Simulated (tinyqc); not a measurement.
## Thermionic emission over a Gaussian spread of barriers: effect of the spread

Metal on an n-type semiconductor with one parabolic valley; V > 0 is forward bias (metal positive). Patches of barrier height b are spread as a Gaussian with mean phi - r2 V and variance sg^2 + r3 V; each carries A* T^2 exp(-b/Vt) [exp(V/Vt) - 1].

A* = 4 pi q me m0 kB^2/h^3 (times 1e-4 for A/(cm^2 K^2)). At zero bias the mean of exp(-b/Vt) gives phi_ap(0) = phi - sg^2/(2 Vt), J0 = A* T^2 exp(-phi_ap(0)/Vt), and the current is centred on b = phi - sg^2/Vt.

Parameters, values chosen for the exercise; band and dielectric values close to those of 4H silicon carbide:

| symbol | value | unit | meaning |
|---|---|---|---|
| T | 250 | K | temperature |
| me | 0.363 | m0 | electron mass |
| phi | 1.18 | eV | barrier height seen from the metal |

Constants: q = 1.602176634e-19 C, kB = 1.380649e-23 J/K, h = 6.62607015e-34 J s, m0 = 9.1093837015e-31 kg, Vt = kB T/q. Results are converted to the units shown.

Result of one run:

| phi_ap(0) (eV) | J0 (A/cm^2) | barrier that carries most current (eV) |
|---|---|---|
| 1.063 | 1.015e-15 | 0.9460 |

Which standard deviation of the barrier heights sg gave this result: 0.02, 0.046, 0.058, 0.071 or 0.097 eV?

sg = 0.071 eV.

The whole series:

| sg (eV) | phi_ap(0) (eV) | J0 (A/cm^2) | barrier that carries most current (eV) |
|---|---|---|---|
| 0.02 | 1.171 | 6.839e-18 | 1.161 |
| 0.033 | 1.155 | 1.437e-17 | 1.129 |
| 0.046 | 1.131 | 4.344e-17 | 1.082 |
| 0.058 | 1.102 | 1.666e-16 | 1.024 |
| 0.071 | 1.063 | 1.015e-15 | 0.9460 |
| 0.084 | 1.016 | 8.895e-15 | 0.8525 |
| 0.097 | 0.9616 | 1.122e-13 | 0.7433 |

The apparent barrier falls from 1.17 to 0.962 eV, by sg^2/(2 Vt), and J0 grows by a factor of 16400 over the table. The lowering equals Vt at sg = sqrt(2) Vt = 0.0305 eV. In 3 of the 7 rows sg exceeds 3 Vt, so the current comes from more than three deviations below the mean, a tiny share of the area that a Gaussian of independent patches describes poorly.

Range of the model: One isotropic valley is assumed; bands with several valleys have a larger Richardson constant and Nc.

Computed by the program tinyqc: `OMP_NUM_THREADS=1 python tinyqc.py 2640067 2640068 out.jsonl`, one thread of a shared Intel Xeon 2.30GHz, about 0.01 s for the whole run.
